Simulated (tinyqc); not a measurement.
Metal-interlayer-semiconductor contact, depinning against tunnelling resistance: one step of the calculation.

Zero bias, n-type semiconductor. Gap states at the semiconductor surface thin out as exp(-be ti), which unpins the barrier; electrons must then cross the interlayer (a rectangular barrier, no voltage drop across it) and the parabolic depleted layer, both by WKB. Energies E are counted from the Fermi level; no image force, parabolic bands.

Task. Exponents and integrand on an energy grid. With U = phiB - xi: for xi < E < phiB, y = (E - xi)/U and G1 = (U/E00) [sqrt(1 - y) - y ln((1 + sqrt(1 - y))/sqrt(y))], G1 = 0 above phiB; G2 = 2 ti sqrt(mi max(phiB + dE - E, 0)/C), C = hbar^2/(2 m0); f = 1/(1 + exp(E/Vt)); integrand exp(-G1 - G2) f.

Inputs (values chosen for the exercise); semiconductor values close to those of gallium arsenide; interlayer mass of the order of that in lanthanum oxide, offset chosen freely:
- T = 300 K (temperature)
- ti = 1.2 nm (interlayer thickness)
- dE = 2.06 eV (conduction-band offset of the interlayer above the semiconductor)
- mi = 0.29 m0 (tunnelling mass in the interlayer)

Constants: q = 1.602176634e-19 C, kB = 1.380649e-23 J/K, hbar = 1.054571817e-34 J s, m0 = 9.1093837015e-31 kg, Vt = kB T/q, hbar^2/(2 m0) = 0.0380998212 eV nm^2. Results are converted to the units shown.

E, point 0 to 16 (eV): -0.03  0.00313  0.03625  0.06938  0.1025  0.13563  0.16875  0.20188  0.235  0.26813  0.30125  0.33438  0.3675  0.40062  0.43375  0.46688  0.5
phiB = 0.45428164 eV
xi = -0.036205550 eV
E00 = 0.018981476 eV

Wanted: G1; G2; f; integrand.

Result.

```
point     G1     G2         f  integrand (1e-11)
0      24.74  10.56    0.7614              0.000
1      20.77  10.49    0.4698              0.001
2      17.71  10.42    0.1975              0.012
3      15.09  10.35   0.06394              0.057
4      12.79  10.28   0.01862              0.178
5      10.73  10.21  0.005239              0.421
6       8.88  10.14  0.001460              0.800
7       7.22  10.07  4.059e-4              1.258
8       5.73  10.00  1.128e-4              1.669
9       4.40   9.92  3.130e-5              1.889
10      3.22   9.85  8.694e-6              1.832
11      2.20   9.78  2.414e-6              1.524
12      1.33   9.70  6.703e-7              1.083
13      0.64   9.63  1.862e-7              0.649
14      0.15   9.55  5.168e-8              0.317
15      0.00   9.47  1.435e-8              0.110
16      0.00   9.40  3.984e-9              0.033
```

Numbers from tinyqc (`OMP_NUM_THREADS=1 python tinyqc.py 2270087 2270088 out.jsonl`; about 0.02 s on one thread of a shared Intel Xeon 2.30GHz).
